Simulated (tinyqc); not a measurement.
Order-disorder in a binary alloy on two sublattices: Bragg-Williams and pair (quasi-chemical) approximations: one step, computed by the program tinyqc. Command: `OMP_NUM_THREADS=1 python tinyqc.py 3008727 3008728 out.jsonl order walk`. One thread of a shared host (Intel(R) Xeon(R) Processor @ 2.30GHz), about 0.01 s of CPU time with the checks.

All z = 6 neighbours of a site lie on the other sublattice. B fills the sublattices with x + eta/2 and x - eta/2; energies are per site, from the pure components: u = -z w y with y the probability of an A-B bond taken in one order.

Task: Critical temperatures. Bragg-Williams: k_B T_c = 2 z w x (1 - x). Pair approximation at x = 1/2: k_B T_c = w/ln(z/(z - 2)).

Inputs (values chosen for the exercise, for a model alloy): ordering energy w = (e_AA + e_BB)/2 - e_AB = 18.4 meV; fraction x of B = 0.5.

Lattice: simple cubic (z = 6).

Constants: k_B = 8.617333262e-05 eV/K.

Give: T_c, Bragg-Williams; T_c, pair approximation at x = 1/2.

Result:

T_c, Bragg-Williams = 640.6 K

T_c, pair approximation at x = 1/2 = 526.6 K

At x = 1/2 the pair value is 0.822 of the Bragg-Williams one; the ratio tends to 1 as z grows.
